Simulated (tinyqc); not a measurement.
Inputs raised by 2 %, one at a time: MOS capacitor with interface traps: C-V stretch-out, conductance peak and subthreshold swing. Computed by tinyqc, a small Python program. Command: `OMP_NUM_THREADS=1 python tinyqc.py 3018829 3018830 out.jsonl mostraps sens`. One thread of a shared host (Intel(R) Xeon(R) Processor @ 2.30GHz), about 0.02 s of CPU time with the checks.

Energies at the interface are counted from the valence band. psi > 0 means bending towards depletion, so the surface potential is -psi. Boltzmann statistics, full ionisation, no quantum confinement. Traps are neutral when filled up to E_n, with a sharp (zero-temperature) occupation.

Inputs (values chosen for the exercise, for a model semiconductor):
```
quantity                              value         unit
gap E_g                                4.68           eV
electron mass m_e                     0.241          m_0
valleys M_c                               1            -
hole mass m_h                          3.08          m_0
dielectric constant eps_s              8.89            -
doping N                            3.3e+15        cm^-3
insulator constant eps_ox              4.02            -
insulator thickness t_ox                 32           nm
work-function difference phi_ms        0.22            V
fixed charge N_f                    6.6e+11        cm^-2
trap density D_0                    5.2e+10  cm^-2 eV^-1
neutrality level E_n                   2.37           eV
capture cross-section sigma           2e-16         cm^2
band bending towards depletion psi      0.9            V
temperature T                           200            K
peak density D_1                    8.4e+11  cm^-2 eV^-1
peak width w                          0.079           eV
peak position E_p                      1.21           eV
```

Substrate: n-type. Trap spectrum: flat plus a Gaussian peak.

Constants: m_0 = 9.1093837015e-31 kg; k_B = 1.380649e-23 J/K; h = 6.62607015e-34 J s; k_B = 8.617333262e-05 eV/K; eps_0 = 8.8541878128e-12 F/m; e = 1.602176634e-19 C.

Method:
- N_c = 2 M_c (2 pi m_e k_B T/h^2)^(3/2) and N_v = 2 (2 pi m_h k_B T/h^2)^(3/2), masses in units of m_0.
- n_i = sqrt(N_c N_v) exp(-E_g/2 k_B T); E_F = E_g - k_B T ln(N_c/N); phi_B = (k_B T/e) ln(N/n_i); L_D = sqrt(eps_s eps_0 k_B T/(e^2 N)); C_ox = eps_ox eps_0/t_ox.
- With u = psi/k_B T and r = (n_i/N)^2: F = sqrt(exp(-u) + u - 1 + r (exp(u) - u - 1)); Q_s = +sign(u) sqrt(2) eps_s eps_0 (k_B T/e) F/L_D; C_s = (eps_s eps_0/(sqrt(2) L_D)) |1 - exp(-u) + r (exp(u) - 1)|/F; at high frequency, below strong inversion, the terms in r are dropped.
- D(E) = D_0 + D_1 exp(-(E - E_p)^2/2 w^2).
- E_F at the interface is E_s = E_F - psi; Q_it = -e int from E_n to E_s of D(E) dE; C_it = e D(E_s) (per volt); V_G = phi_ms - psi - (Q_s + Q_it + e N_f)/C_ox.
- C_LF = [1/C_ox + 1/(C_s + C_it)]^-1; C_HF = [1/C_ox + 1/C_s(HF)]^-1; high-low estimate D = [(1/C_LF - 1/C_ox)^-1 - (1/C_HF - 1/C_ox)^-1]/e; stretch-out |dV_G/d psi| = 1 + (C_s + C_it)/C_ox; swing factor at this bending (the subthreshold swing when psi lies between phi_B and 2 phi_B) S = ln(10) (k_B T/e)(1 + (C_s(HF) + C_it)/C_ox).
- v = sqrt(3 k_B T/m) with the majority mass; surface density n_s = N exp(-psi/k_B T); tau = 1/(sigma v n_s); for a continuum of levels G_p/omega = C_it ln(1 + omega^2 tau^2)/(2 omega tau), which peaks at omega tau = 1.98, the frequency 1.98/(2 pi tau); potential fluctuations are left out.

Runs; columns: (1) input moved; (2) from; (3) to; (4) swing factor S (mV/decade); (5) C_HF (microF/cm^2); (6) peak frequency (Hz); (7) peak of G_p/omega (microF/cm^2):
```
(1)                                         (2)        (3)     (4)       (5)         (6)        (7)
base run                                      -          -  48.134  0.013491  8.4604e-17  0.0033523
trap density D_0 (cm^-2 eV^-1)          5.2e+10  5.304e+10  48.194  0.013491  8.4604e-17  0.0034193
peak density D_1 (cm^-2 eV^-1)          8.4e+11  8.568e+11  48.134  0.013491  8.4604e-17  0.0033523
insulator thickness t_ox (nm)                32      32.64  48.303  0.013458  8.4604e-17  0.0033523
fixed charge N_f (cm^-2)                6.6e+11  6.732e+11  48.134  0.013491  8.4604e-17  0.0033523
band bending towards depletion psi (V)      0.9      0.918  48.079  0.013372  2.9772e-17  0.0033523
temperature T (K)                           200        204  49.098  0.013493  2.3789e-16  0.0033523
dielectric constant eps_s                  8.89     9.0678  48.189  0.013609  8.4604e-17  0.0033523
```

Exponents ln(y'/y) / ln(x'/x):
```
input                               swing factor S    C_HF  peak frequency  peak of G_p/omega
trap density D_0                             0.062   0.000           0.000                  1
peak density D_1                             0.000   0.000           0.000                  0
insulator thickness t_ox                     0.177  -0.122           0.000                  0
fixed charge N_f                             0.000   0.000           0.000                  0
band bending towards depletion psi          -0.058  -0.448         -52.741                  0
temperature T                                1.001   0.009          52.207                  0
dielectric constant eps_s                    0.057   0.439           0.000                  0
```

To which inputs is each result most sensitive?

Among the inputs moved here: swing factor S answers most in size to temperature T (exponent +1.001), next to insulator thickness t_ox (+0.177); its exponent is below 0.0005 for peak density D_1, fixed charge N_f. Its exponent +1.001 in temperature T: the thermal factor k_B T ln 10. C_HF answers most in size to band bending towards depletion psi (exponent -0.448), next to dielectric constant eps_s (+0.439); its exponent is below 0.0005 for trap density D_0, peak density D_1, fixed charge N_f. Peak frequency answers most in size to band bending towards depletion psi (exponent -52.741), and about equally to temperature T (+52.207); its exponent is below 0.0005 for trap density D_0, peak density D_1, insulator thickness t_ox, fixed charge N_f, dielectric constant eps_s. Peak of G_p/omega answers most in size to trap density D_0 (exponent +1.000); its exponent is below 0.0005 for peak density D_1, insulator thickness t_ox, fixed charge N_f, band bending towards depletion psi, temperature T, dielectric constant eps_s. Its exponent +1.000 in trap density D_0: the peak measures D directly.

Caution (all rows): traps deeper than about 24 k_B T and minority carriers reach equilibrium slowly or not at all, so the charges here are limits for very slow sweeps.

Extremes, crossings and ranges named in words are read from the listed rows.
